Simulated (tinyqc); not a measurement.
## Depth and level of a trap from the time ratio

Inverse problem. For an oxide trap tc/te = exp(E/Vt) with E = E0 - dpsi - (xt/tox)(Vg - VT - dpsi), dpsi being the rise of the surface potential above its value at threshold. Find xt and E0, and the depth that would be read if dpsi were ignored.

Inputs (values chosen for the exercise): temperature T = 250 K; insulator thickness tox = 1.7 nm.

Constants: q = 1.602176634e-19 C, kB = 1.380649e-23 J/K, Vt = kB T/q. Results are converted to the units shown.

Vg - VT (V): [0.65, 0.8]
tc/te: [1.5357561, 0.40372530]
dpsi (V): [0.076258881, 0.081139732]

Answer. E + dpsi is a straight line in the oxide voltage Vg - VT - dpsi with slope -xt/tox and intercept E0. Ignoring dpsi assigns the motion of the bands to the trap and overstates its depth.

xt = 0.2800 nm
E0 = 0.1800 eV
depth read without dpsi = 0.3262 nm

Numbers from tinyqc (`OMP_NUM_THREADS=1 python tinyqc.py 2710104 2710105 out.jsonl`; about 0.01 s on one thread of a shared Intel Xeon 2.30GHz).
